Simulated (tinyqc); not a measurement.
Inside a calculation. Model: Frenkel-Kontorova chain: a misfit dislocation (kink) in a monolayer on a periodic substrate. Computed by tinyqc, a small Python program that keeps every step. Command: `OMP_NUM_THREADS=1 python tinyqc.py 3016736 3016737 out.jsonl fkchain walk`. One thread of a shared host (Intel(R) Xeon(R) Processor @ 2.30GHz), about 0.03 s of CPU time with the checks. Intermediate numbers are printed to about 5 digits and carried at full precision; extremes and crossings named in words are read from the listed rows.

E = sum_j [(k/2)(x_(j+1) - x_j - b)^2 + (W/2)(1 - cos(2 pi x_j/a))], x_j = a (j + u_j). A kink takes u from 0 to 1: the chain is stretched by one period and has one atom fewer than wells.

Inputs (values chosen for the exercise, for a model overlayer):
```
quantity              value           unit
spring constant k      1.39  eV/angstrom^2
substrate period a     2.95       angstrom
corrugation W          2.28             eV
misfit f = (b - a)/a    0.7              -
atoms on each side n     10              -
atomic mass M          43.6              u
```

Relaxation: Newton steps.

Constants: nu for 1 eV/(angstrom^2 u) = 15.6333042 THz.

## Continuum limit

l0 = sqrt(k a^2/(2 W)); kink u(j) = (2/pi) arctan exp(pi j/l0); kink energy at f = 0: E0 = (4/pi) W l0; with misfit E0 - k a^2 f; kinks become favourable at f_c = 2/(pi l0), and a coherent chain with free ends loses stability at f_m = 1/l0. Lowest vibration of the flat chain: nu0 = 15.6333042 THz x sqrt(2 pi^2 W/(a^2 M)).

kink width l0 = 1.6287

kink energy E0 = 4.7282 eV

kink energy with misfit = -3.7394 eV

critical misfit f_c = 0.39087

limit f_m = 0.61398

gap frequency nu0 = 5.3842 THz

f > f_m: kinks enter without a barrier. Caution: a corrugation above 1 eV is larger than real overlayers usually show; it is chosen to keep the kink narrow. Caution: for l0 below about 3 the kink spans few atoms, and the continuum kink energy is off by about 2 per cent or more.

## Start between two atoms

Discrete chain at f = 0, ends held at u = 0 and 1: E = (k a^2/2) sum (u_(j+1) - u_j)^2 + (W/2) sum (1 - cos 2 pi u_j), gradient g_j = k a^2 (2 u_j - u_(j-1) - u_(j+1)) + pi W sin(2 pi u_j), Hessian 2 k a^2 + 2 pi^2 W cos(2 pi u_j) on the diagonal and -k a^2 beside it. Free atoms j = -n..n-1 start from the continuum shape centred half-way, at j + 1/2.

u at the start: 0.00000  0.00000  0.00000  0.00000  0.00002  0.00011  0.00074  0.00512  0.03523  0.23185  0.76815  0.96477  0.99488  0.99926  0.99989  0.99998  1.00000  1.00000  1.00000  1.00000

E at the start = 4.2958 eV

gradient (eV): 0.0000  0.0000  0.0000  0.0000  -0.0002  -0.0017  -0.0118  -0.0806  -0.4418  3.0075  -3.0075  0.4418  0.0806  0.0118  0.0017  0.0002  0.0000  0.0000  0.0000  0.0000

## Relaxation

Start as above (continuum shape at j + 1/2, j = -n..n-1, l0 = sqrt(k a^2/(2 W))). u(new) = u - H^-1 g; stop when the largest gradient is below 1e-9 eV.

Course:
```
step  E (eV)  largest gradient (eV)
1     4.2958             3.0075e+00
2     4.1124             7.5377e-01
3     4.1026             1.9711e-02
4     4.1026             1.5542e-05
5     4.1026             9.7025e-12
```

relaxed u: 0.00000  0.00000  0.00000  0.00001  0.00003  0.00018  0.00101  0.00558  0.03089  0.17042  0.82958  0.96911  0.99442  0.99899  0.99982  0.99997  0.99999  1.00000  1.00000  1.00000

energy, centre between atoms = 4.1026 eV

last gradient = 9.7025e-12 eV

Converged; the discrete energy is 0.8677 of the continuum value, which puts the discrete f_c = E/(k a^2) at 0.3392.

## Peierls barrier

Repeat by Newton steps with an atom at the centre (j = -n..n, u_0 = 1/2). Barrier = difference of the two energies; the lowest Hessian eigenvalue tells minimum from saddle.

energy, centre on an atom = 4.7478 eV

Peierls barrier = 645.20 meV

lowest eigenvalue, between atoms = 29.467 eV

lowest eigenvalue, on an atom = -24.285 eV

The atom-centred kink, with an atom on top of the corrugation, is a saddle and the other a minimum. The barrier is 28 % of W, what one atom alone would climb.

## Kink density above f_c

Frank and van der Merwe: the modulus q solves f = 2 E(q)/(pi l0 q), and the kinks per atom are pi/(2 l0 q K(q)), with the complete elliptic integrals K and E; strain left = f - density (for f above f_c = 2/(pi l0)).

Continuum ground state:
```
f             q  kinks per atom  strain left
0.3928  0.99901         0.21440      0.17840
0.3987  0.99528         0.26014      0.13856
0.4104  0.98670         0.30376      0.10664
0.4300  0.97070         0.34995      0.08005
0.4690  0.93626         0.41544      0.05356
0.5472  0.86549         0.51712      0.03008
0.6645  0.76732         0.64867      0.01583
0.8599  0.63532         0.85281      0.00709
```

0.49 % above f_c the density is already 0.55 of f: kinks repel only exponentially, so they flood in, as 1/|ln(f - f_c)|. At 2.2 f_c they take up 99.2 % of the misfit and the layer floats nearly free.

Checks made by the program: energy against a quasi-Newton minimiser (relative difference below 1e-10).
